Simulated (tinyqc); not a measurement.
Bloch-Grueneisen resistivity of a metal: one step, computed by the program tinyqc.

Electrons scatter from a Debye spectrum of phonons (n = 5 for scattering within one band, n = 3 for scattering into a second, heavy band) and from static defects.

Task: Total resistivity and derived numbers. J_n(y) = int_0^y x^n e^x/(e^x - 1)^2 dx, by 96 Gauss-Legendre points (upper limit at most 60). rho_ph = (n - 1) rho_1 (T/Theta)^n J_n(Theta/T), with rho_1 = 2 pi lambda_tr k_B Theta/(hbar eps_0 w_p^2), the high-temperature line at T = Theta. Matthiessen's rule: rho = rho_0 + rho_ph. Temperature coefficient (1/rho) d rho/dT by a central difference of +/- 0.5 K; residual ratio rho(295 K)/rho(4.2 K); scattering time tau = 1/(eps_0 w_p^2 rho); Wiedemann-Franz kappa = L_0 T/rho, L_0 = (pi^2/3)(k_B/e)^2.

Inputs (values chosen for the exercise, modelled on aluminium): exponent n = 5; Debye temperature Theta = 386 K; transport coupling lambda_tr = 0.36; Drude plasma energy hbar w_p = 12 eV; residual resistivity rho_0 = 0.0059 microohm cm; temperature T = 40 K.

Addition: none.

Constants: k_B = 1.380649e-23 J/K; hbar = 1.054571817e-34 J s; eps_0 = 8.8541878128e-12 F/m; hbar = 6.582119569e-16 eV s; k_B = 8.617333262e-05 eV/K.

Give: resistivity rho; temperature coefficient; residual resistance ratio; scattering time; Wiedemann-Franz conductivity.

Result:

resistivity rho = 0.027185 microohm cm

temperature coefficient = 88.996 1e-3/K

residual resistance ratio = 459.16

scattering time = 1249.9 fs

Wiedemann-Franz conductivity = 3594.6 W/(m K)

The coefficient is 3.56 times 1/T; it exceeds 1/T because the phonon part, extended linearly, meets zero above T = 0. Caution: below about Theta/2 small-angle phonon scattering degrades heat flow more than charge flow, so a thermal conductivity taken from rho by the Wiedemann-Franz law would be too high.
